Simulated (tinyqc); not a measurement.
Valley splitting in a one-orbital chain of atomic planes (second-neighbour model), step by step. Values are carried at full precision from step to step, so a last printed digit may differ when a step is redone from the rounded ones.

Each (001) plane carries one orbital with energy e0, hopping v to the next plane and u to the second: E(phi) = e0 + 2 v cos(phi) + 2 u cos(2 phi), where phi = pi - k a/4 (the sign of every second orbital is chosen so that v > 0, which shifts the phase by pi). The minimum lies at cos(phi0) = -v/(4u), phi0 = pi - (pi/2) k0 for a valley at k0 (2 pi/a), and e0 puts it at zero. A slab of N planes has hard walls: the matrix simply ends.

Constants: hbar^2/2m0 = 3.80998211 eV angstrom^2.

Parameters, chosen for this exercise (near those of the Delta valleys of silicon; abrupt walls in this chain split the valleys several times more than measured wells; shifted at random, so the results belong to these values and not to a real crystal):
```
symbol  value  unit      meaning
a       5.42   angstrom  lattice constant; planes lie a/4 apart
k0      0.819  2 pi/a    position of the valley
ml      0.904  m0        longitudinal mass
N       11               planes in the small slab
```

## Hoppings from the valley position and mass

The curvature at the minimum is d2E/dphi2 = 8 u sin^2(phi0) = (2c/ml)/(a/4)^2 with c = hbar^2/2m0; v = -4 u cos(phi0); e0 = 2u + v^2/(4u).

phi0 = 1.85511 rad
u = 0.62288 eV
v = 0.69887 eV
e0 = 1.44180 eV

## The bulk band

E at phi = j pi/10.

Band:
```
phi/pi  E (eV)
0.0     4.0853
0.1     3.7790
0.2     2.9576
0.3     1.8784
0.4     0.8659
0.5     0.1960
0.6     0.0020
0.7     0.2353
0.8     0.6960
0.9     1.1203
1.0     1.2898
```

## Hamiltonian of the slab

e0 on the diagonal, v and u on the first and second off-diagonals.

H (eV), lower triangle:
```
         1       2       3       4       5       6       7       8       9      10      11
1   1.4418
2   0.6989  1.4418
3   0.6229  0.6989  1.4418
4        0  0.6229  0.6989  1.4418
5        0       0  0.6229  0.6989  1.4418
6        0       0       0  0.6229  0.6989  1.4418
7        0       0       0       0  0.6229  0.6989  1.4418
8        0       0       0       0       0  0.6229  0.6989  1.4418
9        0       0       0       0       0       0  0.6229  0.6989  1.4418
10       0       0       0       0       0       0       0  0.6229  0.6989  1.4418
11       0       0       0       0       0       0       0       0  0.6229  0.6989  1.4418
```

## Levels and the valley doublet

Diagonalise H. The two lowest levels are the doublet made from the valleys at +k0 and -k0; give their splitting, the weights of the lowest state, and its parity under reversal of the planes.

levels (eV): 0.1160  0.1482  0.4494  0.5169  0.9191  0.9811  1.2063  1.7277  2.5649  3.3418  3.8885

splitting = 32.19 meV

weights on the planes: 0.050  0.021  0.097  0.166  0.021  0.289  0.021  0.166  0.097  0.021  0.050

parity of the lowest state: even

The mean of the doublet lies 0.1321 eV above the bulk minimum, and level 3 lies 0.3173 eV above that mean; the weights oscillate from plane to plane because the two valleys interfere.

## Checks

- Mean of the doublet for 400 planes against the effective-mass level with W = 402 a/4 (meV): both 0.1402.

Run: tinyqc, `OMP_NUM_THREADS=1 python tinyqc.py 1451596 1451597 out.jsonl`; Intel(R) Xeon(R) Processor @ 2.30GHz, one thread, shared host; about 0.02 s of CPU time with all checks.
